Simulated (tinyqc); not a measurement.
Input admittance of a MOSFET at zero drain bias: distributed channel and distributed gate: one step of the calculation.

Source and drain grounded, strong inversion, w = 2 pi f, Cox = eps0 eox/tox. The channel is an RC line of resistance 1/(mu Cox Vo) per square fed from both ends, so one finger has the intrinsic admittance y = i w Cox L tanh(g)/g per width, g = (1/2) sqrt(i w tau), tau = L^2/(mu Vo). The vertical resistance rv/L is in series with y, the overlaps 2 i w Cov in parallel: y_t = 1/(1/y + rv/L) + 2 i w Cov. The gate strip is a line of Rsh/L per length loaded by y_t, so a finger has Y = y_t Wf tanh(k)/k, k = (Wf/sd) sqrt(y_t Rsh/L); the device has Nf Y.

Question. Low-frequency resistances and capacitance. Low-frequency limits, with c = Cox L and ct = c + 2 Cov: R_strip = Rsh Wf/(3 sd^2 L Nf), R_ch = (c/ct)^2 L/(12 mu Cox Vo Wf Nf), R_vert = (c/ct)^2 rv/(L Wf Nf), C = ct Wf Nf.

Values chosen for this exercise; values of the order met in silicon radio-frequency transistors: relative permittivity of the gate insulator (close to silicon dioxide) eox = 3.9; insulator thickness tox = 4 nm; channel length L = 0.14 um; finger width Wf = 0.72 um; number of fingers Nf = 16; channel mobility mu = 110 cm^2/(V s); gate overdrive Vo = 0.21 V; sheet resistance of the gate Rsh = 8.8 ohm/square; vertical resistivity of the gate stack rv = 0 ohm um^2; number of ends at which a finger is contacted sd = 2; overlap and fringe capacitance on each side Cov = 0.28 fF/um.

Constants: eps0 = 8.8541878128e-14 F/cm where lengths are in cm. Results are converted to the units shown.

Find: parts; sum; C; 1/(2 pi R C).

Answer.

parts (ohm): strip 0.23571, channel 23.716, vertical 0
sum = 23.951 ohm
C = 20.374 fF
1/(2 pi R C) = 326.14 GHz

The channel term is the largest, 99.0 % of the sum.

Program tinyqc, `OMP_NUM_THREADS=1 python tinyqc.py 2262159 2262160 out.jsonl`; Intel Xeon 2.30GHz, shared host, one thread, about 0.01 s.
